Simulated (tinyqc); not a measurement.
Size of the basis: round or elliptic silicon nanowire with anisotropic valleys (Ritz method).

Wire along x = [110] on a (001) wafer, y = [-110], z = [001]. Valley groups (w = inverse masses): A, two valleys along z: w_y = 1/mt, w_z = 1/ml, m_x = mt; B, four valleys in the wafer plane: w_y = (1/ml + 1/mt)/2, w_z = 1/mt, m_x = (ml + mt)/2.

Hard wall on the ellipse (y/a)^2 + (z/b)^2 = 1, c = hbar^2/2m0. With u = y/a, v = z/b the operator is -c [(w_y/a^2) d2/du2 + (w_z/b^2) d2/dv2] on the unit disc. Basis (1 - u^2 - v^2) u^i v^j; S, X and Y are the disc integrals of f f', (df/du)(df'/du) and (df/dv)(df'/dv), from the integral of u^p v^q = 2 Gamma((p+1)/2) Gamma((q+1)/2)/((p + q + 2) Gamma((p+q+2)/2)) for even p, q; H = c (w_y X/a^2 + w_z Y/b^2).

Constants: hbar^2/2m0 = 3.80998211 eV angstrom^2.

Parameters, chosen for this exercise (near those of a Si nanowire; the results hold for these values, not for the real material): ml = 0.913 m0 (longitudinal mass); mt = 0.193 m0 (transverse mass); a = 41 angstrom (semi-axis along y); b = 41 angstrom (semi-axis along z).

Lowest level of each group with 1, 3, 6 and 21 even functions.

Levels (meV):

| functions | A | B |
|---|---|---|
| 1 | 42.68 | 56.57 |
| 3 | 40.49 | 54.44 |
| 6 | 40.45 | 54.43 |
| 21 | 40.45 | 54.43 |

One function errs by 5.5 % for A and 3.9 % for B, six by 0.00022 and 1.6e-05 meV. The error grows with the axis ratio of the stretched ellipse (2.17, 1.28); for a circle it is 6/5.783 - 1 = 3.7 %.

(tinyqc, `OMP_NUM_THREADS=1 python tinyqc.py 1282456 1282457 out.jsonl`, Intel(R) Xeon(R) Processor @ 2.30GHz, 1 thread, shared host, about 0.1 s.)
